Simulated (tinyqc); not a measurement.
Worked calculation: CIS and TDHF on RHF in the sto-6g basis, for H4, spin multiplicity 1. One step of it, computed by the program tinyqc.

Question. TDHF (RPA) triplet states. B(ia,jb) = - (ib|ja); the squared energies are the eigenvalues of (A - B)(A + B); 1 hartree = 27.211386 eV.

CIS matrix A, triplet (hartree):
```
,1>3,1>4,2>3,2>4
1>3,0.689590,0.000765,-0.000511,-0.201498
1>4,0.000765,1.032206,-0.201498,0.000597
2>3,-0.000511,-0.201498,0.577769,-0.000749
2>4,-0.201498,0.000597,-0.000749,0.925417
```

Two-electron integrals over orbitals (pq|rs), unique and non-zero (hartree):
```
p,q,r,s,(pq|rs)
1,1,1,1,0.461140
2,1,1,1,-0.000832
2,1,2,1,0.210215
2,2,1,1,0.456114
2,2,2,1,0.000726
2,2,2,2,0.466586
3,1,1,1,-0.041192
3,1,2,1,-0.000207
3,1,2,2,-0.004602
3,1,3,1,0.102364
3,2,1,1,-0.000409
3,2,2,1,0.063946
3,2,2,2,0.000190
3,2,3,1,0.000268
3,2,3,2,0.095771
3,3,1,1,0.452313
3,3,2,1,0.000511
3,3,2,2,0.453542
3,3,3,1,-0.015506
3,3,3,2,0.000110
3,3,3,3,0.472212
4,1,1,1,0.000226
4,1,2,1,-0.017854
4,1,2,2,-0.000014
4,1,3,1,-0.000340
4,1,3,2,0.074433
4,1,3,3,0.000021
4,1,4,1,0.085313
4,2,1,1,-0.052577
4,2,2,1,-0.000171
4,2,2,2,-0.021311
4,2,3,1,0.099507
4,2,3,2,0.000357
4,2,3,3,-0.019110
4,2,4,1,-0.000265
4,2,4,2,0.105084
4,3,1,1,-0.000765
4,3,2,1,0.201498
4,3,2,2,0.000749
4,3,3,1,-0.000178
4,3,3,2,0.065198
4,3,3,3,0.000569
4,3,4,1,-0.015013
4,3,4,2,-0.000164
4,3,4,3,0.214813
4,4,1,1,0.480439
4,4,2,1,-0.000597
4,4,2,2,0.476635
4,4,3,1,-0.045284
4,4,3,2,-0.000367
4,4,3,3,0.488404
4,4,4,1,0.000213
4,4,4,2,-0.058008
4,4,4,3,-0.000591
4,4,4,4,0.527787
```

Give: TDHF matrix B, triplet; squared energies w^2; TDHF energies from the positive w^2.

Answer.

TDHF matrix B, triplet (hartree):
```
,1>3,1>4,2>3,2>4
1>3,-0.102,0.000,0.000,-0.074
1>4,0.000,-0.085,-0.100,0.000
2>3,0.000,-0.100,-0.096,0.000
2>4,-0.074,0.000,0.000,-0.105
```

squared energies w^2 (hartree^2): 0.222  0.300  1.080  1.222

TDHF energies from the positive w^2 (eV): 12.827  14.914  28.281  30.081
